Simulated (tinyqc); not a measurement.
Single-oscillator infrared dielectric function of a polar cubic crystal: one step, computed by the program tinyqc. Command: `OMP_NUM_THREADS=1 python tinyqc.py 3023953 3023954 out.jsonl infrared walk`. One thread of a shared host (Intel(R) Xeon(R) Processor @ 2.30GHz), about 0.01 s of CPU time with the checks.

One ion pair, charges +Z* and -Z*, in a cell of volume Omega = a^3/4. Frequencies omega are given as wavenumbers (1/cm); eps_s is the static dielectric constant.

Question. Coupled plasmon-LO modes. Without damping eps(omega) = 0 gives omega^4 - (omega_LO^2 + omega_p^2) omega^2 + omega_p^2 omega_TO^2 = 0, with roots L- and L+.

Inputs (values chosen for the exercise, for a model crystal): omega_TO = 685 1/cm.

Structure: rock salt. Free carriers: present.

omega_p = 258.3189 1/cm

omega_LO = 735.4383 1/cm

Give: lower coupled mode L-; upper coupled mode L+.

Answer.

lower coupled mode L- = 238.4 1/cm

upper coupled mode L+ = 742.1 1/cm

With omega_p well below omega_LO, L+ is phonon-like and L- is a plasmon screened by eps_s. Caution: gamma_p is not small against omega_p, so the plasmon is strongly damped and a plasmon-like coupled mode marks no sharp feature.
